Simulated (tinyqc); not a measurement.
RHF in the sto-6g basis, for BeH2, spin multiplicity 1, step by step. Computed by tinyqc, a small Python program that keeps every step (integrals from PySCF). Settings: charge = 0, multiplicity = 1, basis = sto-6g, energy threshold = 1e-09, iteration cap = 57, orthogonalisation = symmetric, start = atomic densities, DIIS depth = 0, method = RHF. Command: `OMP_NUM_THREADS=1 python tinyqc.py 25106 25107 out.jsonl` (the two numbers bound the seeds that draw the settings). One thread of a shared host (Intel(R) Xeon(R) Processor @ 2.60GHz), about 0.1 s of CPU time with the checks. Later iterations appear only in the table of the cycle.

## One-electron integrals

Geometry (angstrom):

| atom | x | y | z |
|---|---|---|---|
| Be | 0.000000 | 0.000000 | 0.000000 |
| H | 0.000000 | 1.759000 | 0.000000 |
| H | 0.000000 | -1.759000 | 0.000000 |

Basis sto-6g: exponents (1/bohr^2) and contraction coefficients of normalised primitives:

| element | l (shell) | exponent | coefficient |
|---|---|---|---|
| Be | s (1) | 312.870494 | 0.009164 |
| Be | s (1) | 57.364463 | 0.049361 |
| Be | s (1) | 16.048509 | 0.168538 |
| Be | s (1) | 5.513096 | 0.370563 |
| Be | s (1) | 2.140897 | 0.416492 |
| Be | s (1) | 0.881739 | 0.130334 |
| Be | s (2) | 13.633247 | -0.013253 |
| Be | s (2) | 2.698375 | -0.046992 |
| Be | s (2) | 0.838653 | -0.033785 |
| Be | s (2) | 0.322660 | 0.250242 |
| Be | s (2) | 0.140131 | 0.595117 |
| Be | s (2) | 0.064233 | 0.240706 |
| Be | p (3) | 13.633247 | 0.003760 |
| Be | p (3) | 2.698375 | 0.037679 |
| Be | p (3) | 0.838653 | 0.173897 |
| Be | p (3) | 0.322660 | 0.418036 |
| Be | p (3) | 0.140131 | 0.425860 |
| Be | p (3) | 0.064233 | 0.101708 |
| H | s (1) | 35.523221 | 0.009164 |
| H | s (1) | 6.513144 | 0.049361 |
| H | s (1) | 1.822143 | 0.168538 |
| H | s (1) | 0.625955 | 0.370563 |
| H | s (1) | 0.243077 | 0.416492 |
| H | s (1) | 0.100112 | 0.130334 |

Overlap, kinetic and nuclear-attraction integrals over the contracted functions; the nuclear repulsion is the sum of Za Zb / Rab.

nuclear repulsion = 2.55713831 hartree

overlap S, lower triangle:
```
           1Be 1s    1Be 2s   1Be 2px    1Be 2py   1Be 2pz     2H 1s     3H 1s
1Be 1s   1.000000
1Be 2s   0.254764  1.000000
1Be 2px  0.000000  0.000000  1.000000
1Be 2py  0.000000  0.000000  0.000000   1.000000
1Be 2pz  0.000000  0.000000  0.000000   0.000000  1.000000
2H 1s    0.028198  0.306077  0.000000   0.389540  0.000000  1.000000
3H 1s    0.028198  0.306077  0.000000  -0.389540  0.000000  0.008320  1.000000
```

kinetic energy T (hartree), lower triangle:
```
            1Be 1s    1Be 2s   1Be 2px    1Be 2py   1Be 2pz      2H 1s     3H 1s
1Be 1s    6.768753
1Be 2s   -0.207382  0.220121
1Be 2px   0.000000  0.000000  0.661265
1Be 2py   0.000000  0.000000  0.000000   0.661265
1Be 2pz   0.000000  0.000000  0.000000   0.000000  0.661265
2H 1s    -0.009654  0.020625  0.000000   0.082719  0.000000   0.768522
3H 1s    -0.009654  0.020625  0.000000  -0.082719  0.000000  -0.002711  0.768522
```

nuclear attraction V (hartree), lower triangle:
```
             1Be 1s     1Be 2s    1Be 2px    1Be 2py    1Be 2pz      2H 1s      3H 1s
1Be 1s   -15.316471
1Be 2s    -1.804020  -2.890263
1Be 2px    0.000000   0.000000  -2.841282
1Be 2py    0.000000   0.000000   0.000000  -2.987923
1Be 2pz    0.000000   0.000000   0.000000   0.000000  -2.841282
2H 1s     -0.214969  -0.774539   0.000000  -0.963902   0.000000  -2.591723
3H 1s     -0.214969  -0.774539   0.000000   0.963902   0.000000  -0.023747  -2.591723
```

core Hamiltonian H = T + V (hartree), lower triangle:
```
            1Be 1s     1Be 2s    1Be 2px    1Be 2py    1Be 2pz      2H 1s      3H 1s
1Be 1s   -8.547718
1Be 2s   -2.011402  -2.670142
1Be 2px   0.000000   0.000000  -2.180017
1Be 2py   0.000000   0.000000   0.000000  -2.326658
1Be 2pz   0.000000   0.000000   0.000000   0.000000  -2.180017
2H 1s    -0.224624  -0.753914   0.000000  -0.881183   0.000000  -1.823201
3H 1s    -0.224624  -0.753914   0.000000   0.881183   0.000000  -0.026458  -1.823201
```

## Two-electron integrals

Functions are numbered as in S; the eight-fold symmetry (ij|kl) = (ji|kl) = (kl|ij) leaves the list below.

Two-electron integrals (ij|kl) in chemists' order, unique and non-zero (hartree):
```
(11|11) 2.299996    (21|11) 0.361879    (21|21) 0.071926    (22|11) 0.570332
(22|21) 0.139654    (22|22) 0.417773    (31|31) 0.015252    (32|31) 0.022555
(32|32) 0.092340    (33|11) 0.570332    (33|21) 0.139654    (33|22) 0.417773
(33|33) 0.450117    (41|41) 0.015252    (42|41) 0.022555    (42|42) 0.092340
(43|43) 0.024258    (44|11) 0.570332    (44|21) 0.139654    (44|22) 0.417773
(44|33) 0.401601    (44|44) 0.450117    (51|51) 0.015252    (52|51) 0.022555
(52|52) 0.092340    (53|53) 0.024258    (54|54) 0.024258    (55|11) 0.570332
(55|21) 0.139654    (55|22) 0.417773    (55|33) 0.401601    (55|44) 0.401601
(55|55) 0.450117    (61|11) 0.040673    (61|21) 0.007875    (61|22) 0.015319
(61|33) 0.015192    (61|41) 0.000786    (61|42) 0.001553    (61|44) 0.015573
(61|55) 0.015192    (61|61) 0.000913    (62|11) 0.127473    (62|21) 0.031886
(62|22) 0.107659    (62|33) 0.103295    (62|41) 0.004348    (62|42) 0.028185
(62|44) 0.116387    (62|55) 0.103295    (62|61) 0.003900    (62|62) 0.046187
(63|31) 0.002652    (63|32) 0.013013    (63|43) 0.004531    (63|63) 0.003561
(64|11) 0.147802    (64|21) 0.037350    (64|22) 0.131220    (64|33) 0.123629
(64|41) 0.006924    (64|42) 0.043673    (64|44) 0.146402    (64|55) 0.123629
(64|61) 0.004743    (64|62) 0.063410    (64|64) 0.088875    (65|51) 0.002652
(65|52) 0.013013    (65|54) 0.004531    (65|65) 0.003561    (66|11) 0.300351
(66|21) 0.076428    (66|22) 0.288991    (66|33) 0.269530    (66|41) 0.010765
(66|42) 0.093458    (66|44) 0.327913    (66|55) 0.269530    (66|61) 0.009525
(66|62) 0.166513    (66|64) 0.240509    (66|66) 0.774999    (71|11) 0.040673
(71|21) 0.007875    (71|22) 0.015319    (71|33) 0.015192    (71|41) -0.000786
(71|42) -0.001553   (71|44) 0.015573    (71|55) 0.015192    (71|61) 0.000824
(71|62) 0.003215    (71|64) 0.003659    (71|66) 0.007695    (71|71) 0.000913
(72|11) 0.127473    (72|21) 0.031886    (72|22) 0.107659    (72|33) 0.103295
(72|41) -0.004348   (72|42) -0.028185   (72|44) 0.116387    (72|55) 0.103295
(72|61) 0.003215    (72|62) 0.021364    (72|64) 0.024376    (72|66) 0.055897
(72|71) 0.003900    (72|72) 0.046187    (73|31) 0.002652    (73|32) 0.013013
(73|43) -0.004531   (73|63) 0.001189    (73|73) 0.003561    (74|11) -0.147802
(74|21) -0.037350   (74|22) -0.131220   (74|33) -0.123629   (74|41) 0.006924
(74|42) 0.043673    (74|44) -0.146402   (74|55) -0.123629   (74|61) -0.003659
(74|62) -0.024376   (74|64) -0.027323   (74|66) -0.063921   (74|71) -0.004743
(74|72) -0.063410   (74|74) 0.088875    (75|51) 0.002652    (75|52) 0.013013
(75|54) -0.004531   (75|65) 0.001189    (75|75) 0.003561    (76|11) 0.004371
(76|21) 0.001067    (76|22) 0.003300    (76|33) 0.003232    (76|44) 0.003435
(76|55) 0.003232    (76|61) 0.000118    (76|62) 0.000927    (76|64) 0.001165
(76|66) 0.002721    (76|71) 0.000118    (76|72) 0.000927    (76|74) -0.001165
(76|76) 0.000027    (77|11) 0.300351    (77|21) 0.076428    (77|22) 0.288991
(77|33) 0.269530    (77|41) -0.010765   (77|42) -0.093458   (77|44) 0.327913
(77|55) 0.269530    (77|61) 0.007695    (77|62) 0.055897    (77|64) 0.063921
(77|66) 0.150418    (77|71) 0.009525    (77|72) 0.166513    (77|74) -0.240509
(77|76) 0.002721    (77|77) 0.774999
```

## Orthogonalisation

S = U s U^T; symmetric (Loewdin) form X = U s^(-1/2) U^T, so that X^T S X = 1.

eigenvalues of S: 0.444931  0.517573  0.967308  1.000000  1.000000  1.523439  1.546748

X, lower triangle:
```
            1Be 1s     1Be 2s   1Be 2px    1Be 2py   1Be 2pz      2H 1s     3H 1s
1Be 1s    1.027124
1Be 2s   -0.143747   1.111801
1Be 2px   0.000000   0.000000  1.000000
1Be 2py   0.000000   0.000000  0.000000   1.148997
1Be 2pz   0.000000   0.000000  0.000000   0.000000  1.000000
2H 1s     0.018868  -0.177717  0.000000  -0.245754  0.000000   1.116134
3H 1s     0.018868  -0.177717  0.000000   0.245754  0.000000  -0.038112  1.116134
```

## Starting guess

The start is atomic minimal-basis densities projected into this basis (PySCF's MINAO start) and scaled to the electron count of each spin; this density is not idempotent, so its energy is not variational and may lie below the converged one.

D at the start, lower triangle:
```
            1Be 1s    1Be 2s   1Be 2px    1Be 2py   1Be 2pz     2H 1s     3H 1s
1Be 1s    2.148201
1Be 2s   -0.510641  2.028754
1Be 2px   0.000000  0.000000  0.000000
1Be 2py   0.000000  0.000000  0.000000   0.002804
1Be 2pz   0.000000  0.000000  0.000000   0.000000  0.000000
2H 1s    -0.030805  0.132957  0.000000   0.035980  0.000000  0.932455
3H 1s    -0.030805  0.132957  0.000000  -0.035980  0.000000  0.008948  0.932455
```

## Iteration 1: building the Fock matrix

J_ij = sum D_kl (ij|kl), K_ij = sum D_kl (ik|jl); F = H + J - 0.5 K; E = tr D H + tr D J / 2 - 0.25 tr D K + E_nn.

Coulomb J (hartree), lower triangle:
```
           1Be 1s    1Be 2s   1Be 2px    1Be 2py   1Be 2pz     2H 1s     3H 1s
1Be 1s   6.374193
1Be 2s   1.151562  2.544546
1Be 2px  0.000000  0.000000  2.504810
1Be 2py  0.000000  0.000000  0.000000   2.624022
1Be 2pz  0.000000  0.000000  0.000000   0.000000  2.504810
2H 1s    0.128903  0.691259  0.000000   0.861064  0.000000  2.097315
3H 1s    0.128903  0.691259  0.000000  -0.861064  0.000000  0.020724  2.097315
```

exchange K (hartree), lower triangle:
```
           1Be 1s    1Be 2s   1Be 2px    1Be 2py   1Be 2pz     2H 1s     3H 1s
1Be 1s   4.718243
1Be 2s   0.744782  1.003606
1Be 2px  0.000000  0.000000  0.211039
1Be 2py  0.000000  0.000000  0.000000   0.407023
1Be 2pz  0.000000  0.000000  0.000000   0.000000  0.211039
2H 1s    0.094265  0.417991  0.000000   0.311989  0.000000  0.875809
3H 1s    0.094265  0.417991  0.000000  -0.311989  0.000000  0.058286  0.875809
```

Fock matrix F (hartree), lower triangle:
```
            1Be 1s     1Be 2s   1Be 2px    1Be 2py   1Be 2pz      2H 1s      3H 1s
1Be 1s   -4.532646
1Be 2s   -1.232232  -0.627399
1Be 2px   0.000000   0.000000  0.219273
1Be 2py   0.000000   0.000000  0.000000   0.093853
1Be 2pz   0.000000   0.000000  0.000000   0.000000  0.219273
2H 1s    -0.142853  -0.271650  0.000000  -0.176113  0.000000  -0.163790
3H 1s    -0.142853  -0.271650  0.000000   0.176113  0.000000  -0.034877  -0.163790
```

total energy of this density = -15.36371952 hartree

This density is the starting one; it is not idempotent, so its energy is not variational and may lie below the converged one.

## Iteration 1: diagonalisation and new density

Diagonalise F' = X^T F X, C = X C', fill 3 alpha and 3 beta electrons from the bottom; D = 2 C_occ C_occ^T. Each column has its largest component positive (the first on a tie).

F' = X^T F X (hartree), lower triangle:
```
           1          2         3          4         5          6          7
1  -4.439231
2  -0.634137  -0.287771
3   0.000000   0.000000  0.219273
4   0.000000   0.000000  0.000000   0.307249
5   0.000000   0.000000  0.000000   0.000000  0.219273
6   0.006001  -0.202657  0.000000  -0.244772  0.000000  -0.010622
7   0.006001  -0.202657  0.000000   0.244772  0.000000  -0.050035  -0.010622
```

orbital energies (hartree): MO1 -4.534194, MO2 -0.419060, MO3 -0.197831, MO4 0.165596, MO5 0.219273, MO6 0.219273, MO7 0.544492

coefficients C:
```
               MO1        MO2        MO3        MO4        MO5       MO6        MO7
1Be 1s    0.994653  -0.218690   0.000000  -0.197987   0.000000  0.000000   0.000000
1Be 2s    0.020693   0.721514   0.000000   0.893824   0.000000  0.000000   0.000000
1Be 2px   0.000000   0.000000   0.000000   0.000000   0.805688  0.592340   0.000000
1Be 2py   0.000000   0.000000   0.362880   0.000000   0.000000  0.000000   1.144247
1Be 2pz   0.000000   0.000000   0.000000   0.000000  -0.592340  0.805688   0.000000
2H 1s    -0.001871   0.334100   0.534303  -0.708081   0.000000  0.000000  -0.664121
3H 1s    -0.001871   0.334100  -0.534303  -0.708081   0.000000  0.000000   0.664121
```

D after iteration 1, lower triangle:
```
            1Be 1s    1Be 2s   1Be 2px    1Be 2py   1Be 2pz      2H 1s     3H 1s
1Be 1s    2.074320
1Be 2s   -0.274410  1.042020
1Be 2px   0.000000  0.000000  0.000000
1Be 2py   0.000000  0.000000  0.000000   0.263364
1Be 2pz   0.000000  0.000000  0.000000   0.000000  0.000000
2H 1s    -0.149850  0.482037  0.000000   0.387776  0.000000   0.794212
3H 1s    -0.149850  0.482037  0.000000  -0.387776  0.000000  -0.347708  0.794212
```

Within a degenerate level the vectors are fixed only up to a rotation; this is one choice.

## Iteration 2: building the Fock matrix

As before.

Coulomb J (hartree), lower triangle:
```
           1Be 1s    1Be 2s   1Be 2px    1Be 2py   1Be 2pz     2H 1s     3H 1s
1Be 1s   6.241531
1Be 2s   1.128834  2.510441
1Be 2px  0.000000  0.000000  2.455205
1Be 2py  0.000000  0.000000  0.000000   2.620917
1Be 2pz  0.000000  0.000000  0.000000   0.000000  2.455205
2H 1s    0.126562  0.696826  0.000000   0.874585  0.000000  2.147018
3H 1s    0.126562  0.696826  0.000000  -0.874585  0.000000  0.020649  2.147018
```

exchange K (hartree), lower triangle:
```
           1Be 1s    1Be 2s   1Be 2px    1Be 2py   1Be 2pz      2H 1s     3H 1s
1Be 1s   4.644186
1Be 2s   0.739355  0.822896
1Be 2px  0.000000  0.000000  0.157225
1Be 2py  0.000000  0.000000  0.000000   0.701337
1Be 2pz  0.000000  0.000000  0.000000   0.000000  0.157225
2H 1s    0.086677  0.452447  0.000000   0.512822  0.000000   1.029089
3H 1s    0.086677  0.452447  0.000000  -0.512822  0.000000  -0.029209  1.029089
```

Fock matrix F (hartree), lower triangle:
```
            1Be 1s     1Be 2s   1Be 2px    1Be 2py   1Be 2pz      2H 1s      3H 1s
1Be 1s   -4.628280
1Be 2s   -1.252245  -0.571149
1Be 2px   0.000000   0.000000  0.196576
1Be 2py   0.000000   0.000000  0.000000  -0.056410
1Be 2pz   0.000000   0.000000  0.000000   0.000000  0.196576
2H 1s    -0.141400  -0.283311  0.000000  -0.263009  0.000000  -0.190727
3H 1s    -0.141400  -0.283311  0.000000   0.263009  0.000000   0.008795  -0.190727
```

total energy of this density = -15.58644079 hartree

## Iteration 2: diagonalisation and new density

As before.

F' = X^T F X (hartree), lower triangle:
```
           1          2         3          4         5          6          7
1  -4.532799
2  -0.654011  -0.203398
3   0.000000   0.000000  0.196576
4   0.000000   0.000000  0.000000   0.198491
5   0.000000   0.000000  0.000000   0.000000  0.196576
6   0.013127  -0.232597  0.000000  -0.308053  0.000000  -0.001307
7   0.013127  -0.232597  0.000000   0.308053  0.000000  -0.027093  -0.001307
```

orbital energies (hartree): MO1 -4.629632, MO2 -0.397940, MO3 -0.331989, MO4 0.196576, MO5 0.196576, MO6 0.262975, MO7 0.556267

coefficients C:
```
               MO1        MO2        MO3        MO4       MO5        MO6        MO7
1Be 1s    0.995093  -0.205586   0.000000   0.000000  0.000000  -0.209483   0.000000
1Be 2s    0.019213   0.671439   0.000000   0.000000  0.000000   0.932058   0.000000
1Be 2px   0.000000   0.000000   0.000000  -0.379594  0.925153   0.000000   0.000000
1Be 2py   0.000000   0.000000   0.460630   0.000000  0.000000   0.000000   1.108514
1Be 2pz   0.000000   0.000000   0.000000   0.925153  0.379594   0.000000   0.000000
2H 1s    -0.002448   0.372431   0.474770   0.000000  0.000000  -0.688691  -0.707905
3H 1s    -0.002448   0.372431  -0.474770   0.000000  0.000000  -0.688691   0.707905
```

D after iteration 2, lower triangle:
```
            1Be 1s    1Be 2s   1Be 2px    1Be 2py   1Be 2pz      2H 1s     3H 1s
1Be 1s    2.064951
1Be 2s   -0.237841  0.902400
1Be 2px   0.000000  0.000000  0.000000
1Be 2py   0.000000  0.000000  0.000000   0.424360
1Be 2pz   0.000000  0.000000  0.000000   0.000000  0.000000
2H 1s    -0.158006  0.500035  0.000000   0.437386  0.000000   0.728234
3H 1s    -0.158006  0.500035  0.000000  -0.437386  0.000000  -0.173391  0.728234
```

Within a degenerate level the vectors are fixed only up to a rotation; this is one choice.

## Iteration 11 (converged): orbitals

converged F (hartree), lower triangle:
```
            1Be 1s     1Be 2s   1Be 2px    1Be 2py   1Be 2pz      2H 1s      3H 1s
1Be 1s   -4.613547
1Be 2s   -1.251776  -0.542197
1Be 2px   0.000000   0.000000  0.208036
1Be 2py   0.000000   0.000000  0.000000  -0.088271
1Be 2pz   0.000000   0.000000  0.000000   0.000000  0.208036
2H 1s    -0.141947  -0.284247  0.000000  -0.272226  0.000000  -0.191116
3H 1s    -0.141947  -0.284247  0.000000   0.272226  0.000000  -0.002131  -0.191116
```

As before.

F' = X^T F X (hartree), lower triangle:
```
           1          2         3          4         5          6         7
1  -4.516837
2  -0.660077  -0.167487
3   0.000000   0.000000  0.208036
4   0.000000   0.000000  0.000000   0.168111
5   0.000000   0.000000  0.000000   0.000000  0.208036
6   0.013382  -0.237261  0.000000  -0.315382  0.000000   0.003696
7   0.013382  -0.237261  0.000000   0.315382  0.000000  -0.042739  0.003696
```

orbital energies (hartree): MO1 -4.615011, MO2 -0.389202, MO3 -0.342875, MO4 0.208036, MO5 0.208036, MO6 0.280847, MO7 0.557420

coefficients C:
```
               MO1        MO2        MO3       MO4       MO5        MO6        MO7
1Be 1s    0.994902  -0.198397   0.000000  0.000000  0.000000  -0.217180   0.000000
1Be 2s    0.019904   0.636804   0.000000  0.000000  0.000000   0.956042   0.000000
1Be 2px   0.000000   0.000000   0.000000  0.000000  1.000000   0.000000   0.000000
1Be 2py   0.000000   0.000000   0.493734  0.000000  0.000000   0.000000   1.094171
1Be 2pz   0.000000   0.000000   0.000000  1.000000  0.000000   0.000000   0.000000
2H 1s    -0.002401   0.397431   0.453282  0.000000  0.000000  -0.674573  -0.721853
3H 1s    -0.002401   0.397431  -0.453282  0.000000  0.000000  -0.674573   0.721853
```

D after iteration 11, lower triangle:
```
            1Be 1s    1Be 2s   1Be 2px    1Be 2py   1Be 2pz      2H 1s     3H 1s
1Be 1s    2.058383
1Be 2s   -0.213075  0.811832
1Be 2px   0.000000  0.000000  0.000000
1Be 2py   0.000000  0.000000  0.000000   0.487546
1Be 2pz   0.000000  0.000000  0.000000   0.000000  0.000000
2H 1s    -0.162475  0.506076  0.000000   0.447601  0.000000   0.726843
3H 1s    -0.162475  0.506076  0.000000  -0.447601  0.000000  -0.095015  0.726843
```

Within a degenerate level the vectors are fixed only up to a rotation; this is one choice.

## Convergence

Stop when the energy changes by less than 1e-09 hartree and every element of the error matrix X^T (F D S - S D F) X is below 9e-06.

Course of the cycle:

| iteration | E (hartree) | change | largest element of the error matrix |
|---|---|---|---|
| 1 | -15.36371952 | - | 1.89e-01 |
| 2 | -15.58644079 | -2.23e-01 | 1.08e-01 |
| 3 | -15.60887185 | -2.24e-02 | 2.60e-02 |
| 4 | -15.61099497 | -2.12e-03 | 8.39e-03 |
| 5 | -15.61120348 | -2.09e-04 | 2.61e-03 |
| 6 | -15.61122378 | -2.03e-05 | 8.13e-04 |
| 7 | -15.61122576 | -1.97e-06 | 2.53e-04 |
| 8 | -15.61122595 | -1.91e-07 | 7.89e-05 |
| 9 | -15.61122597 | -1.86e-08 | 2.46e-05 |
| 10 | -15.61122597 | -1.80e-09 | 7.65e-06 |
| 11 | -15.61122597 | -1.75e-10 | 2.38e-06 |

PySCF RHF in the same basis = -15.61122597 hartree

Converged in 11 iterations.

## Populations, bond orders and dipole

Mulliken: Z minus the diagonal of D S on the atom; Loewdin: the same with S^(1/2) D S^(1/2); Mayer order: 2 sum_s sum (D(s) S)_ij (D(s) S)_ji over the two atoms.

Charges (e):

| atom | Mulliken | Loewdin |
|---|---|---|
| 1Be | 0.101456 | 0.089409 |
| 2H | -0.050728 | -0.044704 |
| 3H | -0.050728 | -0.044704 |

Mayer bond orders:

| pair | order |
|---|---|
| 2-1 | 0.984656 |
| 3-1 | 0.984656 |
| 3-2 | 0.012771 |

dipole moment about the origin, x y z (debye): 0.000000  0.000000  0.000000
